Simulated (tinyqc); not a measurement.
Electron-beam lithography: double-Gaussian proximity function, edge placement and dose correction for parallel lines: one step, computed by the program tinyqc.

Lines are infinitely long. Absorbed energy is counted so that the middle of a very large area written at dose 1 receives 1; the resist develops where it exceeds 1/2.

Task: Dose to size and latitude. A test line of width w << beta in surroundings of density rho, all at dose d: near its edge E(x) = d [S + eta rho]/(1 + eta), S = [erf((b - x)/alpha) - erf((a - x)/alpha)]/2 for edges a and b, the second term being the background energy. Dose to size d_s = (1 + eta)/(erf(w/alpha) + 2 eta rho), dose = d_s D0; edge slope d [1 - exp(-w^2/alpha^2)]/(sqrt(pi) alpha (1 + eta)); width change per 1 % of dose = 2 x 0.01 x (1/2)/slope.

Inputs (values chosen for the exercise, of the order of those for 10 keV electrons in resist on silicon): forward range alpha = 0.0096 micrometre; backscatter ratio eta = 0.79; base dose D0 = 89 microcoulomb/cm^2; width of the test line = 0.047 micrometre; pattern density around the test line = 0.63.

Give: dose to size d_s; dose; edge slope; width change per 1 % of dose; background energy.

Result:

dose to size d_s = 0.89706

dose = 79.839 microcoulomb/cm^2

edge slope = 0.029453 1/nm

width change per 1 % of dose = 0.33953 nm

background energy = 0.24942

The background supplies 50 % of the threshold.
